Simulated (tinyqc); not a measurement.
Energy and delay of logic against supply voltage: two steps of the calculation.

One expression serves below and above threshold: I(Vg) = Ik [ln(1 + exp((Vg - VT + dd V)/(al nf Vt)))]^al, with I_on = I(V) and I_off = I(0). Gate delay td = kd C V/I_on, clock period LD td. Per gate and cycle the switching energy is act C V^2 and the leakage energy I_off V LD td. No short-circuit current, no variation. Minima are sought above 0.09 V; below a few Vt gates no longer switch and the model has no meaning.

Parameters, values chosen for the exercise; values of the order met in logic technologies:
```
symbol  value  unit                               meaning
T         300     K                           temperature
VT       0.36     V  threshold voltage at zero drain bias
nf       1.41                                slope factor
dd       0.09         barrier lowering per volt of supply
Ik        0.4    uA            specific current of a gate
al       1.51                 exponent of the current law
C         0.3    fF            load capacitance of a gate
kd        0.7                                delay factor
LD         16                                 logic depth
act      0.01                             activity factor
V        0.73     V                        supply voltage
```

Constants: q = 1.602176634e-19 C, kB = 1.380649e-23 J/K, Vt = kB T/q. Results are converted to the units shown.

Problem 1. Currents, delay and energies. I_on, I_off, td, clock frequency 1/(LD td), both energies and their sum.

Give: I_on; I_off; td; clock frequency; switching energy; leakage energy; energy.

Solution 1.

I_on = 9.095 uA
I_off = 0.1242 nA
td = 16.85 ps
clock frequency = 3.708 GHz
switching energy = 1.599 aJ
leakage energy = 0.02445 aJ
energy = 1.623 aJ

I_on/I_off = 73200; leakage makes up 1.51 % of the energy.

Problem 2. New V. Minimum-energy supply: E(V) is the energy per gate and cycle; with h = 0.001 V, E' = (E(V + h) - E(V - h))/(2 h), E'' = (E(V - h) - 2 E(V) + E(V + h))/h^2, V(new) = V - E'/E''.

V after iteration 2 = 0.29747138 V

Find: E'; E''; V after iteration 3.

Solution 2.

E' = -0.007730 aJ/V
E'' = 39.71 aJ/V^2
V after iteration 3 = 0.2977 V

Computed by the program tinyqc: `OMP_NUM_THREADS=1 python tinyqc.py 2082207 2082208 out.jsonl`, one thread of a shared Intel Xeon 2.30GHz, about 0.01 s for the whole run.
